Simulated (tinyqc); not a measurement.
The width of the window: equation-of-state fits to an energy-volume table made by a known binding curve. Computed by tinyqc, a small Python program. Command: `OMP_NUM_THREADS=1 python tinyqc.py 3003022 3003023 out.jsonl eosfit walk`. One thread of a shared host (Intel(R) Xeon(R) Processor @ 2.30GHz), about 0.02 s of CPU time with the checks.

With x = (V/V_0)^(1/3), the energy per atom is E = -D [1 + eta (x - 1)] exp(-eta (x - 1)), so that B0 = D eta^2/(9 V_0) and B' = 1 + 2 eta/3. B' = dB/dP at P = 0.

Inputs (values chosen for the exercise, for a model crystal):

| quantity | value | unit |
|---|---|---|
| cohesive energy D | 7.48 | eV/atom |
| true volume V_0 | 33.8 | angstrom^3/atom |
| stiffness eta | 7.75 | - |
| shift of the window centre s | 0.025 | - |
| points N | 11 | - |
| compression V/V_0 for the pressure test | 0.9 | - |
| noise amplitude | 0.11 | meV |

Binding curve: universal binding. Noise: added.

Constants: 1 eV/angstrom^3 = 160.2176634 GPa.

Method:
- B0 and B' from the formulas above; P = -dE/dV at V = c V_0 (c the compression chosen), from the curve itself.
- Table: V_j = V_0 [1 + s + w (2 j/(N - 1) - 1)], j = 0..N-1, rounded to 0.001; E_j from the curve plus the noise amplitude times the listed numbers xi_j (xi_0 first), rounded to 1e-7 eV.
- Murnaghan: E = E0 + (B0 V/B') [(V0/V)^B'/(B' - 1) + 1] - B0 V0/(B' - 1), P = (B0/B') [(V0/V)^B' - 1].
- Birch-Murnaghan: E = E0 + (9 V0 B0/16) [y^3 B' + y^2 (2 - 4 y)], y = (V0/V)^(2/3) - 1; P = (3 B0/2) (x^7 - x^5) [1 + (3/4)(B' - 4)(x^2 - 1)], x = (V0/V)^(1/3).
- Vinet: E = E0 + (9 B0 V0/h^2) {1 + [h (1 - x) - 1] exp(h (1 - x))}, P = 3 B0 (1 - x) x^-2 exp(h (1 - x)), x = (V/V0)^(1/3), h = (3/2)(B' - 1).
- All are least-squares fits to the energies; for polynomials in V, B0 = V E'' and B' = -1 - V E'''/E'' at the minimum.
- The table is made anew for each w.

numbers xi_j, drawn evenly from -1 to 1: 0.9379  0.3842  0.9921  -0.0156  0.6342  0.4059  -0.8015  -0.1138  -0.9337  -0.9623  -0.6343

exact B0 = 236.623 GPa

exact B' = 6.16667

Errors (%):

| w | B0, parabola | B0, cubic | B0, Murnaghan | B0, Birch-Murnaghan | B0, Vinet | B', Birch-Murnaghan |
|---|---|---|---|---|---|---|
| 0.03 | -16.381 | -1.725 | -0.556 | -0.788 | -0.820 | -4.609 |
| 0.05 | -15.722 | -0.616 | -0.097 | -0.179 | -0.187 | -0.600 |
| 0.08 | -14.108 | 0.807 | -0.421 | -0.089 | -0.052 | 0.155 |
| 0.12 | -10.737 | 3.580 | -1.293 | -0.147 | -0.020 | 0.210 |
| 0.16 | -5.867 | 7.629 | -2.466 | -0.271 | -0.011 | 0.074 |
| 0.22 | 4.613 | 16.623 | -4.590 | -0.551 | -0.007 | -0.289 |

The Birch-Murnaghan error of B0 is smallest among these at w = 0.08 (0.089 % in size); it is 0.788 % at the narrowest and 0.551 % at the widest. A narrow window magnifies the noise, since the energy range shrinks as w^2, and a wide one exposes the form. The Vinet form is the binding curve itself here, so its error comes from noise and rounding alone. At the widest window the errors of B0 are +4.6 % for the parabola and +16.6 % for the cubic in V.

Extremes, crossings and ranges named in words are read from the listed rows.
